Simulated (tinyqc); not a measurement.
From results back to parameters: hole subbands of a hard-walled well, four-band Luttinger model. Two cases, with inputs chosen for the exercise.

Problem. At k = 0 in a hard-walled well HHn = c (g1 - 2 g2)(n pi/L)^2 - Z0 and LHn = c (g1 + 2 g2)(n pi/L)^2 + Z0, c = hbar^2/2m0. Two spacings were computed from hidden g1 and g2.

Constants: hbar^2/2m0 = 3.80998211 eV angstrom^2.

Case 1.

Values chosen (out of a larger set: near those of Ge; not measured data): L = 65 angstrom (well width along [001]); Z0 = 0.0371 eV (shear strain energy).

HH2 - HH1 = 131.366 meV
LH1 - HH1 = 225.146 meV

Case 2.

Values chosen (out of a larger set: near those of GaSb; not measured data): L = 195 angstrom (well width along [001]); Z0 = 0 eV (shear strain energy).

HH2 - HH1 = 11.540 meV
LH1 - HH1 = 18.670 meV

Find: u = c (pi/L)^2; g2; g1.
Solution. HH2 - HH1 = 3u (g1 - 2 g2) and LH1 - HH1 = 4 u g2 + 2 Z0.

Case 1.

u = c (pi/L)^2 = 8.900 meV
g2 = 4.24
g1 = 13.40

Case 2.

u = c (pi/L)^2 = 0.989 meV
g2 = 4.72
g1 = 13.33

Computed by tinyqc, one run a case: `OMP_NUM_THREADS=1 python tinyqc.py N N+1 out.jsonl` with N = 1281032, 1281060; one thread of a shared Intel(R) Xeon(R) Processor @ 2.30GHz, about 0.2 s a run at most.
